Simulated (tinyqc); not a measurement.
All-pass ring resonator: one step of the calculation.

A ring of length L = 2 pi Rr coupled to one bus waveguide: round-trip amplitude a = 10^(-al L/20), self-coupling t = sqrt(1 - k2). At detuning d from the resonance the round-trip phase is p = 2 pi d/FSR and the transmission T = (a^2 - 2 a t cos p + t^2)/(1 - 2 a t cos p + a^2 t^2). Lossless coupler, linear absorption only.

Task. Thermal shift of the resonance. T is the transmission at d = dl - s, p = 2 pi d/FSR; out = (lam dT/ng) Rt fa (1 - T) Pin; s(new) = out.

Inputs (values chosen for the exercise); values close to those of silicon nitride waveguides: cold resonance wavelength lam = 1550 nm; group index ng = 1.98; thermo-optic change of the effective index dT = 2.3e-5 1/K; thermal resistance Rt = 3.4 K/mW; share of the loss that heats the ring fa = 0.89; input power Pin = 0.14 mW; laser detuning from the cold resonance dl = -6.9 pm.

s at the start = 0 pm
a = 0.99765178
t = 0.99297533
FSR = 3.8623207 nm

Wanted: d; T; out; s after iteration 1.

Result.

d = -6.9000 pm
T = 0.69075
out = 2.3589 pm
s after iteration 1 = 2.3589 pm

tinyqc, about 0.01 s, one thread, Intel Xeon 2.30GHz (shared host): `OMP_NUM_THREADS=1 python tinyqc.py 2650007 2650008 out.jsonl`
